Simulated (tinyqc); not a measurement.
Stripping the layer step by step: sheet resistance and Hall data of a diffused or implanted layer. Computed by tinyqc, a small Python program. Command: `OMP_NUM_THREADS=1 python tinyqc.py 3016511 3016512 out.jsonl layer walk`. One thread of a shared host (Intel(R) Xeon(R) Processor @ 2.30GHz), about 0.01 s of CPU time with the checks.

Carriers are taken equal to the net active doping down to the junction (full ionisation, which deep dopants in wide-gap hosts do not reach; no spill-over, no depletion), and the Hall factor is 1.

Inputs (values chosen for the exercise, modelled on phosphorus in silicon):

| quantity | value | unit |
|---|---|---|
| mu_min | 69.1 | cm^2/(V s) |
| mu_max | 1440 | cm^2/(V s) |
| N_ref | 8.7e+16 | 1/cm^3 |
| exponent alpha | 0.7 | - |
| peak concentration N_0 | 1.1e+18 | 1/cm^3 |
| length scale l | 380 | nm |
| background doping N_B (opposite type) | 3.7e+16 | 1/cm^3 |

Profile: complementary error function. Activation: complete.

Constants: e = 1.602176634e-19 C.

Method:
- N(x) = N_0 erfc(x/l), dose N_0 l/sqrt(pi), junction x_j = l erfc^-1(N_B/N_0).
- Mobility mu = mu_min + (mu_max - mu_min)/(1 + (N_t/N_ref)^alpha), N_t = active doping + N_B; carriers n = active doping - N_B, all dopants active.
- Integrals from x_0 (0 unless stated) to x_j by the midpoint rule on 400 even intervals: 1/R_s = e int n mu dx; sheet density n_s = int n dx; Hall sheet density (int n mu dx)^2/int n mu^2 dx; Hall mobility int n mu^2 dx/int n mu dx.
- After removing a depth d the integrals start at d. Differences between neighbouring rows give the local conductivity -d(1/R_s)/dx at the middle of the slice (the last slice uses one more step, not listed).

junction depth x_j = 570.829 nm

Differential sheet resistance:

| removed d (nm) | R_s (ohm) | slice conductivity (S/cm) | sigma at mid-slice (S/cm) |
|---|---|---|---|
| 0 | 846 | 42.556 | 42.568 |
| 57 | 1065 | 37.672 | 37.679 |
| 114 | 1380 | 32.612 | 32.615 |
| 171 | 1857 | 27.485 | 27.483 |
| 228 | 2619 | 22.395 | 22.389 |
| 285 | 3934 | 17.445 | 17.435 |
| 342 | 6461 | 12.745 | 12.729 |
| 399 | 12175 | 8.416 | 8.395 |

R_s doubles after removing between 114 and 171 nm of a layer 571 nm deep, so half the current flows above that depth. Where sigma exceeds a tenth of its largest listed value, the slice values agree with it within 1 %.

Extremes, crossings and ranges named in words are read from the listed rows.
